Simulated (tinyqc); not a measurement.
Thickness of the film: ellipsoidal valleys in the axes of a wafer and a channel.

Valleys with axes a along x, y and z, one whole valley each; inverse mass tensor w = 1/mt + (1/ml - 1/mt) a a. Device axes: z = nz/|nz|, x = nx/|nx|, y = z cross x; in them a = (ax, ay, az). Confinement mass mz = 1/w_zz. In the plane w_ij is replaced by u_ij = w_ij - w_iz w_jz/w_zz (i, j = x, y); density-of-states mass md = 1/sqrt(det u); conductivity mass along x mc = 1/u_xx; ballistic transport mass mx = u_yy/det u, width mass my = 1/u_yy.

Hard walls: E_n = c (n pi/t)^2/mz, c = hbar^2/2m0, n = 1, 2, 3. Non-degenerate share of a valley proportional to md sum_n exp(-E_n/kT); mean 1/mc = sum of share/mc. 1 nm = 10 angstrom.

Constants: hbar^2/2m0 = 3.80998211 eV angstrom^2; kB = 8.617333262e-05 eV/K.

Parameters, chosen for this exercise (near those of the X valleys of AlAs; not measured data):

| symbol | value | unit | meaning |
|---|---|---|---|
| ml | 1.071 | m0 | longitudinal mass |
| mt | 0.202 | m0 | transverse mass |
| nz | (0, 0, 1) |  | surface normal (confinement) |
| nx | (1, 1, 0) |  | channel direction |
| T | 400 | K | temperature |

Share of the lowest ladder and mean conductivity mass.

Results:

| t (nm) | lowest E1 (meV) | spread of E1 (meV) | share of the lowest ladder | mean mc |
|---|---|---|---|---|
| 2.0 | 87.8 | 377.6 | 1.000 | 0.2020 |
| 3.0 | 39.0 | 167.8 | 0.967 | 0.2047 |
| 4.0 | 21.9 | 94.4 | 0.795 | 0.2203 |
| 5.0 | 14.0 | 60.4 | 0.625 | 0.2382 |
| 7.0 | 7.2 | 30.8 | 0.469 | 0.2574 |
| 10.0 | 3.5 | 15.1 | 0.377 | 0.2703 |
| 14.0 | 1.8 | 7.7 | 0.306 | 0.2811 |

What does the comparison show?

The spread falls as 1/t^2 and passes kT = 34.5 meV between t = 5 and 7 nm; the share of the lowest ladder goes from 1.000 to 0.306 and the mean mass goes from 0.2020 to 0.2811, against 0.2769 for equal shares, the limit of a thick film (the bulk value 3/(1/ml + 2/mt) is 0.2769). Three subbands a valley become too few once E3 nears kT.

tinyqc: `OMP_NUM_THREADS=1 python tinyqc.py 1881201 1881202 out.jsonl`; about 0.01 s, one thread, shared Intel(R) Xeon(R) Processor @ 2.30GHz.
